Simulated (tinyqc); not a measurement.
Inside a calculation. Method: extended Hueckel theory, for H3+. The parameters take no account of the charge, which enters only through the electron count. One step of it, computed by the program tinyqc.

Problem. Wolfsberg-Helmholz matrix. H_ij = K' S_ij (H_ii + H_jj)/2 for i != j (the diagonal keeps H_ii), with K' = K + D^2 + D^4 (1 - K), D = (H_ii - H_jj)/(H_ii + H_jj), K = 1.75.

overlap S:
```
          1H 1s     2H 1s     3H 1s
1H 1s  1.000000  0.594532  0.554405
2H 1s  0.594532  1.000000  0.554405
3H 1s  0.554405  0.554405  1.000000
```

diagonal H_ii (eV): 1H 1s -13.600000, 2H 1s -13.600000, 3H 1s -13.600000

K = 1.750000

Give: H.

Solution.

H (eV):
```
         1H 1s    2H 1s    3H 1s
1H 1s  -13.600  -14.150  -13.195
2H 1s  -14.150  -13.600  -13.195
3H 1s  -13.195  -13.195  -13.600
```
